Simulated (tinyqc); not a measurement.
# Q-state Potts model on a small periodic square lattice: enumeration, Metropolis, heat-bath and Wolff steps, step by step

A worked calculation. Computed by tinyqc, a small Python program that keeps every step. Command: `OMP_NUM_THREADS=1 python tinyqc.py 3111118 3111119 out.jsonl potts walk`. One thread of a shared host (Intel(R) Xeon(R) Processor @ 2.30GHz), about 0.06 s of CPU time with the checks. Intermediate numbers are printed to about 5 digits and carried at full precision; extremes and crossings named in words are read from the listed rows.

E = -J x (number of nearest-neighbour bonds with equal states); n x n sites with periodic edges have 2 n^2 bonds. Order parameter m = (q f - 1)/(q - 1), f being the largest share of one state. Sites are numbered row by row from 0. Here q = 2 and n = 4.

Inputs (values chosen for the exercise, for a model of domains or grain orientations): number of states q = 2; edge n = 4; coupling J = 29 meV; temperature T = 398 K; seed = 436429.

Update: Wolff cluster.

Constants: k_B = 8.617333262e-05 eV/K.

## Scales

K = J/(k_B T); the infinite square lattice orders at K_c = ln(1 + sqrt(q)); Wolff bond probability p = 1 - exp(-K).

K = 0.84556

K_c = 0.88137

T_c of the infinite lattice = 381.83 K

p = 0.57068

## Density of states

All q^(n^2) states are counted by their number b of equal bonds; weights g(b) exp(K b), K = J/(k_B T). Per site: u = -J <b>/n^2, c/k_B = K^2 (<b^2> - <b>^2)/n^2.

States by number of equal bonds:
```
b    g(b)  probability
0       2   7.4917e-13
4      32   3.5284e-10
6      64   3.8287e-09
8     424   1.3762e-07
10   1728   3.0429e-06
12   6688   6.3898e-05
14  13568   7.0331e-04
16  20524   5.7721e-03
18  13568   2.0703e-02
20   6688   5.5366e-02
22   1728   7.7613e-02
24    424   1.0332e-01
26     64   8.4615e-02
28     32   2.2954e-01
32      2   4.2230e-01
```

The most probable level has b = 32 of 32 bonds.

## Exact averages

ln Z = ln sum g(b) exp(K b); entropy per site s/k_B = (ln Z - K <b>)/n^2.

<b> = 27.911

energy u = -50.588 meV/site

heat capacity c = 0.81035 k_B/site

entropy s = 0.31330 k_B/site

## Order parameter

The same sums with m: <m> and the Binder ratio U = 1 - <m^4>/(3 <m^2>^2).

<m> = 0.81181

Binder ratio U = 0.60361

## One Wolff cluster

start states:
```
[[0, 1, 0, 0],
 [1, 1, 1, 0],
 [0, 1, 1, 1],
 [0, 1, 1, 0]]
```

random numbers, used in turn: [0.5748, 0.0075, 0.8543, 0.7994, 0.1217, 0.9216, 0.1235, 0.9640, 0.9841, 0.9939, 0.1802, 0.8593, 0.0195, 0.6924, 0.8080, 0.8730, 0.0314, 0.9914, 0.5456, 0.7174, 0.7028, 0.6049, 0.2289, 0.9100, 0.1496, 0.4531, 0.9878, 0.6961, 0.5923, 0.6041, 0.1803, 0.3063, 0.2571, 0.7583, 0.9766, 0.0024, 0.3786, 0.0021, 0.4627, 0.4442, 0.1865, 0.4057, 0.1897, 0.4795, 0.7089, 0.3736, 0.9757, 0.6137, 0.3545, 0.8931, 0.3863, 0.9783, 0.3192, 0.8857, 0.8256, 0.4097, 0.0021, 0.0688, 0.5448, 0.6435, 0.3650, 0.1265, 0.3294, 0.4729, 0.1707, 0.3351]

Seed site = floor(r n^2); new state = (old + 1 + floor(r (q - 1))) mod q. Sites are taken first in, first out; each neighbour (right, left, below, above) with the seed state and not yet in the cluster joins if the next r < p. The cluster then takes the new state.

Bonds tested:
```
from  to       r  result
9     10  0.8543      no
9     13  0.7994      no
9      5  0.1217   joins
5      6  0.9216      no
5      4  0.1235   joins
5      1  0.9640      no
```

seed site = 9

cluster size = 3

states afterwards:
```
[[0, 1, 0, 0],
 [0, 0, 1, 0],
 [0, 0, 1, 1],
 [0, 1, 1, 0]]
```

## A longer run and its error bar

After 400 updates are discarded, b is recorded for 4000 cluster flips of the update named (random numbers not printed, so these rows are one sample). Records are averaged in blocks; the error is the scatter of block means over sqrt(number of blocks), and the last column its square over that for single records.

Blocking:
```
block length   mean b     error  variance ratio
1             27.8575  0.066583          1.0000
4             27.8575  0.087181          1.7144
16            27.8575  0.094537          2.0159
40            27.8575  0.096534          2.1020
100           27.8575  0.092535          1.9314
```

The run gives 27.858 +/- 0.097 (blocks of 40) against the exact 27.911, a difference of 0.6 error bars. Single records understate the error by a factor of about 1.4, because successive records are correlated.

## Across the transition

m and U = 1 - <m^4>/(3 <m^2>^2) from the same sums; K = K_c T_c/T.

Exact values for this lattice:
```
T/T_c  share of equal bonds  c (k_B/site)      <m>        U
0.50                0.99810       0.04973  0.99802  0.66635
0.70                0.98261       0.25772  0.97999  0.66252
0.85                0.94907       0.54283  0.93412  0.64967
0.95                0.91285       0.72417  0.87863  0.63071
1.00                0.89141       0.78327  0.84386  0.61720
1.10                0.84557       0.81299  0.76609  0.58221
1.25                0.78070       0.68950  0.65005  0.51527
1.50                0.70351       0.41203  0.50624  0.39852
2.00                0.62999       0.15995  0.37045  0.24374
3.00                0.57836       0.05267  0.28601  0.13484
```

c is largest, 0.81 k_B, at T/T_c = 1.1: on so small a lattice the transition is a broad bump. At T_c the infinite lattice has a share (1 + 1/sqrt(q))/2 = 0.854 of equal bonds, against 0.891 here. <m> stays at 0.29 at 3 T_c, since the largest share among 16 sites always exceeds 1/q on average.

Checks made by the program: number of states (relative difference below 1e-10).
